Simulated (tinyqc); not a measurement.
Formation energy of a charged point defect from supercell energies: one step, computed by the program tinyqc.

The host is a compound AB. Making the defect adds n_A = -1, n_B = 0 atoms to the cell. All total energies are inputs. E_F is counted from the valence-band maximum (VBM); x = 0 is A-rich and x = 1 B-rich growth.

Problem. Concentrations at the given E_F and T. E_f(q, E_F) = E_f(q, 0) + q E_F. c_q = N_s exp(-E_f(q, E_F)/k_B T), with all degeneracy factors one and no vibrational entropy.

Inputs (values chosen for the exercise, for a model compound AB): Fermi level E_F = 4.54 eV; temperature T = 1400 K; site density N_s = 2.5e+22 cm^-3.

Defect: vacancy of A. Supercell lattice: bcc.

charge states q: [1, 0, -1]

E_f(q, 0) (eV): (q=+1) 1.314444, (q=0) 5.086000, (q=-1) 6.492444

Constants: k_B = 8.617333262e-05 eV/K.

Give: Charge states; lowest formation energy; total concentration; mean charge.

Solution.

Charge states:
```
q,E_f (eV),c_q (cm^-3),share
+1,5.854,2.103e+01,8.983e-15
0,5.086,1.228e+04,5.244e-12
-1,1.952,2.341e+15,1.000e+00
```

lowest formation energy = 1.952 eV

total concentration = 2.341e+15 cm^-3

mean charge = -1.0000 e

State -1 holds 100.0 % of the defects.
